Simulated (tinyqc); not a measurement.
Double-gate transistor below threshold, two-dimensional Poisson equation on a small mesh: two steps of the calculation.

Half of a symmetric double-gate structure: row 0 is the mid-plane of the body, where the normal field vanishes. Mobile charge is neglected (subthreshold), the body is fully depleted, and potentials are counted from the intrinsic level; rows run upward to the gate, columns from source to drain.

Values chosen for this exercise; semiconductor permittivity close to that of silicon:
```
symbol   value   unit                                     meaning
T          300      K                                 temperature
eps_r     11.9         relative permittivity of the semiconductor
eox         22             relative permittivity of the insulator
tb           5     nm                     half the body thickness
tox        3.9     nm                         insulator thickness
L           31     nm                              channel length
Na      1.2e18  cm^-3       acceptor density of the depleted body
Vbi        0.5      V                     potential of the source
```

Constants: q = 1.602176634e-19 C, kB = 1.380649e-23 J/K, Vt = kB T/q, eps0 = 8.8541878128e-14 F/cm where lengths are in cm. Results are converted to the units shown.

Task 1. Coefficients of the five-point equations. Mesh: rows i = 0..3 in the semiconductor (step hs = tb/3, row 3 on the interface), then 2 step(s) ho = tox/2 up to the gate row 5; columns j = 0..6 (step hy = L/6). Box integration, divided by eps0: up_i = eps hy/h of the interval above row i, dn_i = that of the interval below (0 for row 0), lat_i = (sum of eps h/2 over the intervals above and below)/hy, s_i = -q Na w_i hy/eps0 with w_i the semiconductor height of the box (hs/2 for row 0 and the interface row, hs between, 0 in the insulator). Each free node obeys (up + dn + 2 lat) psi = up psi(above) + dn psi(below) + lat [psi(left) + psi(right)] + s.

Wanted: up; dn; lat; s.

Result 1.

up, row 0 to 4: [36.89, 36.89, 36.89, 58.29, 58.29]
dn, row 0 to 4: [0, 36.89, 36.89, 36.89, 58.29]
lat, row 0 to 4: [1.919, 3.839, 3.839, 6.071, 8.303]
s, row 0 to 4 (V): [-0.09349, -0.1870, -0.1870, -0.09349, 0]

Task 2. Barrier, swing and barrier lowering. The barrier is read along row 0, the path farthest from the gate. Take the node j of lowest psi: barrier Vbi - psi_j; swing Vt ln 10/(d psi_j/dVg); DIBL = (d psi_j/dVd)/(d psi_j/dVg). The derivatives solve the same equations with s = 0 and a unit change of that voltage.

converged psi (V):
```
             j=0        j=1        j=2        j=3        j=4        j=5        j=6
row 0  0.5000000  0.2893353  0.2044572  0.1998258  0.2748236  0.4994878  1.0000000
row 1  0.5000000  0.2853251  0.2028164  0.1982171  0.2695710  0.4876700  1.0000000
row 2  0.5000000  0.2726305  0.1981371  0.1937735  0.2541169  0.4503037  1.0000000
row 3  0.5000000  0.2490966  0.1912289  0.1876653  0.2295958  0.3812205  1.0000000
row 4  0.3350000  0.2157020  0.1828051  0.1806653  0.2042566  0.2904500  0.5850000
row 5  0.1700000  0.1700000  0.1700000  0.1700000  0.1700000  0.1700000  0.1700000
```

d psi/dVg on row 0: j=0 0.00000000, j=1 0.56646514, j=2 0.81760916, j=3 0.88250826, j=4 0.81760916, j=5 0.56646514, j=6 0.00000000
d psi/dVd on row 0: j=0 0.0000000, j=1 0.0066149, j=2 0.0208290, j=3 0.0587459, j=4 0.1615618, j=5 0.4269200, j=6 1.0000000

Wanted: j; barrier; swing; DIBL.

Result 2.

j = 3
barrier = 0.3002 V
swing = 67.45 mV/decade
DIBL = 66.57 mV/V

Program tinyqc, `OMP_NUM_THREADS=1 python tinyqc.py 2480078 2480079 out.jsonl`; Intel Xeon 2.30GHz, shared host, one thread, about 0.09 s.
